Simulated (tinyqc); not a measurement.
What moves the results: parabolic quantum dot in a magnetic field (Fock-Darwin). A value that a table varies takes the place of the one given here.

Two dimensions, V = m w0^2 r^2/2, one valley. hbar wc = 2 muB B/m, W = sqrt(w0^2 + wc^2/4), E(n, l, s) = (2n + |l| + 1) hbar W - l hbar wc/2 + s gs muB B, n = 0, 1, ..., l = 0, +/-1, ..., s = +/-1/2; length lam = sqrt(2c/(m hbar W)), c = hbar^2/2m0.

Two electrons, first order in the Coulomb energy: the singlet (0,0)^2 has 2W + J0 and the lowest triplet (0,0)(0,1) has 3W - wc/2 + J0/2 - Ez, with J0 = sqrt(pi/2) q/(eps lam), q = e^2/(4 pi eps0), Ez = |gs| muB B.

Exact treatment: the centre of mass separates with energy W, and the relative motion obeys [-(2c/m) Laplacian + (2c/m) r^2/(2 lam^2)^2 + q/(eps r)] psi = e_l psi for angular number l, solved in 14 Gaussians r^l exp(-a r^2), a = 1.7^i/(4 lam^2), i = -3 to 10. E(S) = W + e_0, E(T) = W + e_1 - wc/2 - Ez.

Constants: muB = 5.788381798e-05 eV/T; hbar^2/2m0 = 3.80998211 eV angstrom^2; e^2/(4 pi eps0) = 14.39964547 eV angstrom.

Parameters, chosen for this exercise (near those of a gate-defined dot in GaAs; not measured data): m = 0.0656 m0 (mass); gs = -0.42 (g factor); w0 = 4.5 meV (confinement energy hbar w0); Bs = (0, 0.64, 1.3, 2, 3.1, 4.6, 6.6) T (fields); eps = 12.9 (dielectric constant); B = 3.63 T (magnetic field).

## Levels against field

Six orbital levels without the Zeeman term.

Levels (meV):
```
B (T)  (0,0)  (0,1)  (0,-1)   (0,2)   (1,0)   (0,3)
0      4.500  9.000   9.000  13.500  13.500  18.000
0.64   4.535  8.506   9.635  12.476  13.606  16.447
1.3    4.644  8.141  10.435  11.638  13.932  15.134
2.0    4.834  7.903  11.432  10.972  14.501  14.040
3.1    5.266  7.797  13.268  10.328  15.798  12.858
4.6    6.060  8.061  16.179  10.062  18.180  12.064
6.6    7.360  8.896  20.543  10.432  22.079  11.968
```

What does this show?

(0,2) crosses (0,-1) where W = 3 wc/2, that is wc = w0/sqrt(2), B = 1.80 T, and (0,3) crosses it at W = wc, B = 2.94 T. States with n = 0 and l >= 0 draw together into the lowest Landau level: their spacing W - wc/2 shrinks from 4.50 to 1.54 meV, while (0,-1) climbs to 13.18 meV above (0,0).

## Singlet against triplet in a field

For each field, first order and exact.

Energies (meV):
```
B (T)      J0  W - wc/2     Ez  E(T) - E(S), first order  exact
0       8.708     4.500  0.000                     0.146   2.19
0.64    8.742     3.971  0.016                    -0.416   1.63
1.3     8.846     3.497  0.032                    -0.958   1.10
2.0     9.025     3.069  0.049                    -1.492   0.58
3.1     9.420     2.531  0.075                    -2.255  -0.15
4.6    10.105     2.001  0.112                    -3.163  -1.00
6.6    11.136     1.536  0.160                    -4.192  -1.95
```

What can be read from the table?

Exactly, the triplet drops below the singlet between 2 and 3.1 T. First order puts the crossing between 0 and 0.64 T; with J0/W = 1.94 at zero field it misses the splitting there by 2.04 meV. From the first row to the last the orbital cost falls by 2.96 meV, the Coulomb gain J0/2 (half direct, half exchange) grows by 1.21 meV and the Zeeman gain by 0.16 meV. States of higher angular number, which take over at higher fields, in soft dots already within such a table, are left out.

## What each parameter does

The two modes W +/- wc/2, lam and the exact E(T) - E(S), with q = e^2/(4 pi eps0) and Ez = |gs| muB B. Each row changes one parameter from the base and keeps the others.

Results:
```
case           upper mode (meV)  lower mode (meV)  lam (angstrom)  E(T) - E(S) (meV)
base                      8.727             2.321           145.0              -0.46
B = 2.18 T                6.817             2.970           154.1               0.45
w0 = 3.6 meV              8.022             1.616           155.3              -0.91
m = 0.0754 m0             8.080             2.506           138.2              -0.29
gs = -0.63                8.727             2.321           145.0              -0.51
eps = 11                  8.727             2.321           145.0              -0.69
```

How do the results move?

The largest shifts from the base row, up to three for each result and ties (the steps differ in size, so this ranks the rows, not the parameters). upper mode (meV): B -1.909, w0 -0.705, m -0.647; unchanged at the printed digits by gs and eps. lower mode (meV): w0 -0.705, B +0.650, m +0.186; unchanged at the printed digits by gs and eps. lam (angstrom): w0 +10.2, B +9.0, m -6.8; unchanged at the printed digits by gs and eps. E(T) - E(S) (meV): B +0.92, w0 -0.45, eps -0.22.

Computed by tinyqc, a small Python program: `OMP_NUM_THREADS=1 python tinyqc.py 1280875 1280876 out.jsonl` (the numbers bound the seed that draws the inputs); one thread of a shared host (Intel(R) Xeon(R) Processor @ 2.30GHz), about 0.04 s for the whole set of steps.
